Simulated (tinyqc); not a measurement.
# Changing the voltage V

Model: leakage currents through a thin dielectric. Computed by tinyqc, a small Python program. Command: `OMP_NUM_THREADS=1 python tinyqc.py 3020563 3020564 out.jsonl leak sweep`. One thread of a shared host (Intel(R) Xeon(R) Processor @ 2.30GHz), about 0.4 s of CPU time with the checks.

Electrons leave an electrode with Fermi energy E_F above its band bottom; barriers are counted from the Fermi level, and both electrodes are alike. They cross the interlayer first.

Inputs (values chosen for the exercise, modelled on HfO2):

| quantity | value | unit |
|---|---|---|
| barrier height phi_B | 1.65 | eV |
| tunnelling mass m | 0.18 | m_0 |
| static permittivity k | 22 | - |
| optical permittivity k_o | 3.85 | - |
| trap depth phi_t | 0.9 | eV |
| Poole-Frenkel prefactor sigma_0 | 5.7e-06 | S/cm |
| thickness t | 2.5 | nm |
| electrode Fermi energy E_F | 0.13 | eV |
| electrode mass m_e | 1 | m_0 |
| temperature T | 300 | K |
| interlayer thickness t_i | 0.67 | nm |
| interlayer barrier phi_i | 3.11 | eV |
| interlayer mass m_i | 0.43 | m_0 |
| interlayer permittivity k_i | 3.9 | - |

Stack: dielectric on an interlayer.

Constants: m_0 = 9.1093837015e-31 kg; e = 1.602176634e-19 C; hbar = 1.054571817e-34 J s; k_B = 8.617333262e-05 eV/K; k_B = 1.380649e-23 J/K; eps_0 = 8.8541878128e-12 F/m; h = 6.62607015e-34 J s.

Method:
- Fields: F_i = V/(t_i + t k_i/k), F = F_i k_i/k; equivalent oxide thickness 3.9 (t/k + t_i/k_i).
- WKB: a layer of mass m, field F and barrier b(x) = b_0 - e F x gives the exponent (4 sqrt(2 m)/(3 hbar e F)) [b_0^(3/2) - max(b_0 - e F t, 0)^(3/2)] for b_0 > 0; b_0 = barrier - (E - E_F), less e F_i t_i for the second layer; the transmission is D(E) = exp(-sum of exponents), without image force.
- Tsu-Esaki: J = (e m_e k_B T/(2 pi^2 hbar^3)) int D(E) ln[(1 + exp((E_F - E)/k_B T))/(1 + exp((E_F - eV - E)/k_B T))] dE over the normal energy E (its change with the mass at an interface is neglected) from max(0, E_F - 3 eV) to E_F + largest barrier, by 100 Gauss-Legendre points in each part, split at E_F - 0.3 eV (if inside the range) and E_F + 8 k_B T.
- The mean energy weights E - E_F by the integrand.
- Schottky emission J = A T^2 exp(-(phi_B - sqrt(e^3 F/(4 pi k_o eps_0)))/k_B T), A = 4 pi e m k_B^2/h^3 with the tunnelling mass; Poole-Frenkel J = sigma_0 F exp(-(phi_t - sqrt(e^3 F/(pi k_o eps_0)))/k_B T); both use the field F of the dielectric and ignore the interlayer.

One run for each value:

| voltage V (V) | tunnel current density (A/cm^2) | Poole-Frenkel current density (A/cm^2) | transmission D(E_F) |
|---|---|---|---|
| 0.049 | 0.0224 | 2.2076e-14 | 3.7167e-10 |
| 0.071 | 0.0311 | 7.4952e-14 | 4.0431e-10 |
| 0.100 | 0.0412 | 2.7016e-13 | 4.5205e-10 |
| 0.150 | 0.0555 | 1.5505e-12 | 5.4899e-10 |
| 0.210 | 0.0716 | 8.2882e-12 | 6.9536e-10 |
| 0.300 | 0.1022 | 6.4115e-11 | 9.9815e-10 |
| 0.430 | 0.1731 | 7.0641e-10 | 1.7096e-09 |
| 0.620 | 0.3874 | 1.2233e-08 | 3.9013e-09 |
| 0.890 | 1.3328 | 3.3396e-07 | 1.3897e-08 |

Over the rows, tunnel current density (A/cm^2) rises from 0.0224 to 1.33 (exponent d ln y / d ln x 0.88 between the first rows and 3.4 between the last); Poole-Frenkel current density (A/cm^2) rises from 2.21e-14 to 3.34e-7 (exponent d ln y / d ln x 3.3 between the first rows and 9.1 between the last); transmission D(E_F) rises from 3.72e-10 to 1.39e-8 (exponent d ln y / d ln x 0.23 between the first rows and 3.5 between the last).

Extremes, crossings and ranges named in words are read from the listed rows.
